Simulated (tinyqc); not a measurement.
MOS capacitor on a p-type substrate, surface potential from the exact charge relation: two steps of the calculation.

Uniform p-type substrate, Boltzmann statistics, full ionisation, classical densities. psi is the surface potential against the body (positive when the bands bend down) and u = psi/Vt. Traps are spread evenly over the gap and neutral at flat band, so their charge is -q Dit psi; the minority quasi-Fermi level is shifted by Vb.

Parameters, values chosen for the exercise; band and dielectric values close to those of germanium:
- T = 250 K (temperature)
- Eg = 0.664 eV (band gap)
- eps_r = 15.9 (relative permittivity)
- Nc = 7.91e18 cm^-3 (conduction-band density of states at T)
- Nv = 4.5e18 cm^-3 (valence-band density of states at T)
- chi = 4.07 eV (electron affinity)
- N = 7.5e17 cm^-3 (acceptor density of the substrate)
- eox = 7.41 (relative permittivity of the gate insulator (close to silicon nitride))
- tox = 4.2 nm (insulator thickness)
- phiM = 4.57 eV (gate work function)
- Nf = 0 cm^-2 (fixed charge at the interface, in units of q)
- Dit = 0 cm^-2 eV^-1 (density of interface traps)
- Vb = 0 V (reverse bias of the inversion layer against the body)

Constants: q = 1.602176634e-19 C, kB = 1.380649e-23 J/K, Vt = kB T/q, eps0 = 8.8541878128e-14 F/cm where lengths are in cm. Results are converted to the units shown.

Problem 1. Flat band, threshold and scales. ni = sqrt(Nc Nv) exp(-Eg/(2 Vt)), Eg in volts; phiF = Vt ln(N/ni); Cox = eps0 eox/tox; Vfb = phiM - chi - (Eg - Vt ln(Nv/N)) - q Nf/Cox; Q0 = sqrt(2 eps0 eps_r q N Vt); r = (ni/N)^2 exp(-Vb/Vt); VT = Vfb + [(2 phiF + Vb)(1 + q Dit/Cox) + sqrt(2 eps0 eps_r q N (2 phiF + Vb))/Cox].

Find: ni; phiF; Cox; Vfb; Q0; r; VT.

Solution 1.

ni = 1.210e12 cm^-3
phiF = 0.2873 V
Cox = 1.562 uF/cm^2
Vfb = -0.1254 V
Q0 = 85.37 nC/cm^2
r = 2.604e-12
VT = 0.7315 V

Problem 2. Charges, field and capacitances at the solution. u = psi/Vt; F^2 = exp(-u) + u - 1 + r (exp(u) - u - 1); Qs = -sign(u) Q0 F; Cs = -dQs/dpsi = (Q0/Vt) |1 - exp(-u) + r (exp(u) - 1)|/(2 F). Low frequency: 1/C_LF = 1/Cox + 1/(Cs + q Dit). High frequency, in the simple estimate in which traps and minority carriers do not follow: 1/C_HF = 1/Cox + 1/Cd, Cd being Cs with r = 0 at the same psi. Minority sheet density N_inv = (Q0/(2 q)) int_0^u r (exp(t) - 1)/F(t) dt for u > 0. Oxide field |Qs - q Dit psi + q Nf|/(eps0 eox).

converged psi = 0.68563409 V

Wanted: Qs; N_inv; oxide field; Cs; C_LF/Cox; C_HF/Cox.

Solution 2.

Qs = -1218.1 nC/cm^2
N_inv = 4.7033e12 cm^-2
oxide field = 1.8566 MV/cm
Cs = 24.129 uF/cm^2
C_LF/Cox = 0.93919
C_HF/Cox = 0.18597

The surface is in strong inversion (borders at |psi| = 0, phiF + Vb and 2 phiF + Vb = 0.575 V). Minority carriers make up 61.9 % of Qs.

Numbers from tinyqc (`OMP_NUM_THREADS=1 python tinyqc.py 2060046 2060047 out.jsonl`; about 0.01 s on one thread of a shared Intel Xeon 2.30GHz).
